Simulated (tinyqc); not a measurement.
Absorption edge of a degenerate semiconductor, band filling against gap narrowing: one step of the calculation.

n-type, parabolic bands, full ionisation. eta = (EF - Ec)/kB T solves N = Nc F12(eta), F12(x) = (2/sqrt(pi)) int_0^infinity sqrt(u)/(1 + exp(u - x)) du. The gap shrinks rigidly by dEg = a3 y^(1/3) + a4 y^(1/4) + a2 y^(1/2), y = N/1e18 cm^-3, an empirical law that is here taken as the true narrowing.

Problem. The optical edge. Vertical transitions need an empty final state: the edge is taken where the state lies 4 kB T below EF, E_opt = Eg - dEg + (1 + me/mh) max(eta - 4, 0) kB T; wavelength h c/(q E_opt).

Inputs (values chosen for the exercise); band and dielectric values close to those of gallium arsenide: temperature T = 250 K; band gap Eg = 1.44 eV; electron mass me = 0.0678 m0; hole mass mh = 0.498 m0; ionised donor density N = 3e18 cm^-3; coefficient of (N/1e18)^(1/3) a3 = 12.9 meV; coefficient of (N/1e18)^(1/4) a4 = 4.9 meV; coefficient of (N/1e18)^(1/2) a2 = 2.6 meV.

Constants: q = 1.602176634e-19 C, kB = 1.380649e-23 J/K, h = 6.62607015e-34 J s, c = 299792458 m/s, Vt = kB T/q. Results are converted to the units shown.

converged eta = 5.0233705

Give: dEg; EF - Ec; filling shift; E_opt; wavelength.

Solution.

dEg = 29.56 meV
EF - Ec = 108.2 meV
filling shift = 25.05 meV
E_opt = 1.435 eV
wavelength = 863.7 nm

The edge lies 4.51 meV below the undoped gap: narrowing outweighs filling.

Range of the model: Band tails, non-parabolic bands and incomplete ionisation are left out.

Program tinyqc, `OMP_NUM_THREADS=1 python tinyqc.py 2330019 2330020 out.jsonl`; Intel Xeon 2.30GHz, shared host, one thread, about 0.01 s.
